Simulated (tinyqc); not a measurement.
Biaxially strained (001) channel, valley splitting in an inversion layer: effect of the temperature.

A thin layer grown on a relaxed buffer is stretched in the plane. The two valleys with their long axis along the growth direction (D2) sink against the four in-plane ones (D4); confinement in a triangular well splits them too. Only the lowest subband of each set is kept; one relaxation time, so the weakening of intervalley scattering is left out.

e_par = b1 x, e_perp = -2 (c12/c11) e_par, splitting D = Xu (e_par - e_perp), in-plane stress (c11 + c12 - 2 c12^2/c11) e_par. Levels E(m) = 2.33811 (hbar^2 q^2 F^2/(2 m))^(1/3): E2 = E(ml), E4 = E(mt) + D; N2 = 2 mt kB T/(pi hbar^2), N4 = 4 sqrt(mt ml) kB T/(pi hbar^2). EF solves Ns = N2 ln(1 + exp((EF - E2)/Vt)) + N4 ln(1 + exp((EF - E4)/Vt)); f2 is the share in D2, and 1/mc = f2/mt + (1 - f2)(1/mt + 1/ml)/2. The gain is mc(x = 0)/mc.

Inputs (values chosen for the exercise); values close to those of silicon on relaxed silicon-germanium: germanium share of the relaxed buffer x = 0.29; lattice mismatch per unit x b1 = 0.0418; elastic constant c11 = 162 GPa; elastic constant c12 = 62.9 GPa; shear deformation potential Xu = 9.05 eV; longitudinal mass ml = 0.928 m0; transverse mass mt = 0.193 m0; confining field F = 1.03 MV/cm; inversion density Ns = 8.8e11 cm^-2.

Constants: q = 1.602176634e-19 C, kB = 1.380649e-23 J/K, hbar = 1.054571817e-34 J s, m0 = 9.1093837015e-31 kg, Vt = kB T/q, hbar^2/(2 m0) = 0.0380998212 eV nm^2. Results are converted to the units shown.

The same in every row: D (meV) = 194.9.

Effect of the temperature:
```
T (K),f2 without strain,f2,mc (m0),gain
150,0.9996,1.000,0.1930,1.000
195,0.9964,1.000,0.1930,1.001
240,0.9864,1.000,0.1930,1.005
285,0.9670,1.000,0.1930,1.013
330,0.9381,0.9999,0.1930,1.025
375,0.9019,0.9997,0.1930,1.040
420,0.8614,0.9993,0.1931,1.058
465,0.8191,0.9983,0.1931,1.076
```

Read the table: what changes, and by how much?

As T goes from 150 to 465 K, f2 stays near 1.00 (without strain: it falls from 1.00 to 0.819) and the gain rises from 1.00 to 1.08.

tinyqc, about 0.01 s, one thread, Intel Xeon 2.30GHz (shared host): `OMP_NUM_THREADS=1 python tinyqc.py 2530071 2530072 out.jsonl`
